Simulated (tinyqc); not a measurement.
# A spin-degenerate level with charging energy between two leads, rate equations: what changes with what

States 0, up, down and 2 with energies 0, e1 - Ez/2, e1 + Ez/2 and 2 e1 + U. mu_L = +V/2, mu_R = -V/2 (meV), f(x) = 1/(1 + exp(x/kB T)). A transition that adds one electron of given spin at the energy E has the rate G f(E - mu) from each lead, and its reverse G [1 - f(E - mu)]. I counts electrons leaving the left lead, times q.

Parameters, values chosen for the exercise: charging energy of the second electron U = 5.7 meV; tunnel rate to the left lead GL = 1.6 1/ns; tunnel rate to the right lead GR = 0.73 1/ns; temperature T = 3.8 K; Zeeman splitting Ez = 0 meV.

Constants: q = 1.602176634e-19 C, kB = 1.380649e-23 J/K, Vt = kB T/q. Results are converted to the units shown.

Each table varies one quantity; the others keep the values above.

## Shape of a conductance peak

Transition energies: 0-up e1 - Ez/2, 0-down e1 + Ez/2, up-2 e1 + U + Ez/2, down-2 e1 + U - Ez/2. dp/dt = W p; W_ji is the rate from state i to j, and each column sums to zero. Steady state: W p = 0 with sum p = 1. I = q GL sum over transitions i-j of [fL p_i - (1 - fL) p_j]. The conductance is dI/dV at V = 0; the last column divides it by q^2 GL GR/((GL + GR) 4 kB T), the peak of one spinless level.

Shape of a conductance peak:
```
e1 (meV),dI/dV (nS),mean number,scaled
-7.01,8.507,1.965,0.1387
-6.748,17.76,1.925,0.2896
-6.486,34.53,1.846,0.5631
-6.224,58.69,1.712,0.9572
-5.962,80.10,1.527,1.306
-5.7,81.76,1.333,1.333
-5.438,62.09,1.183,1.013
-5.176,37.42,1.092,0.6102
-4.914,19.51,1.043,0.3182
-4.652,9.411,1.020,0.1535
-4.39,4.370,1.009,0.07126
```

The conductance peaks at e1 = -5.7 meV among the rows, with the scaled height 1.33. For U >> kB T the 1-2 peak lies at e1 = -U - (kB T/2) ln 2 = -5.81 meV, with the height 8/(1 + sqrt 2)^2 = 1.373: two spin states on one side of the transition and one state on the other shift and raise it.

## Effect of unequal tunnel rates

Same model as above.

Here e1 = 1.425 meV, Ez = 0 and V = +/- 8.55 mV, so that only the 0-1 transitions lie in the window.

Results:
```
GR (1/ns),I at +V (pA),I at -V (pA),|I(+V)/I(-V)|,(GL + 2 GR)/(2 GL + GR)
0.11,17.04,-30.98,0.5499,0.5498
0.68,89.85,-117.8,0.7629,0.7629
1.7,177.9,-174.3,1.020,1.020
4.4,296.8,-216.9,1.368,1.368
11,397.1,-239.0,1.662,1.662
28,460.0,-249.2,1.846,1.846
```

Estimate the missing row, GR = 0.27 1/ns.

Computed row:
```
GR (1/ns),I at +V (pA),I at -V (pA),|I(+V)/I(-V)|,(GL + 2 GR)/(2 GL + GR)
0.27,39.89,-64.68,0.6168,0.6167
```

With this row back in the table: The ratio of the two currents rises from 0.550 to 1.85 and differs from the last column by at most 0.014 %. An empty dot can be filled with either spin but a filled one empties in one way, so I = 2 q G_in G_out/(2 G_in + G_out): the current is larger when the slower junction is the entrance.

Range of the model: Rate equations need hbar G well below kB T; cotunnelling and the Kondo effect are left out.

Program tinyqc, `OMP_NUM_THREADS=1 python tinyqc.py 2780135 2780136 out.jsonl`; Intel Xeon 2.30GHz, shared host, one thread, about 0.01 s.
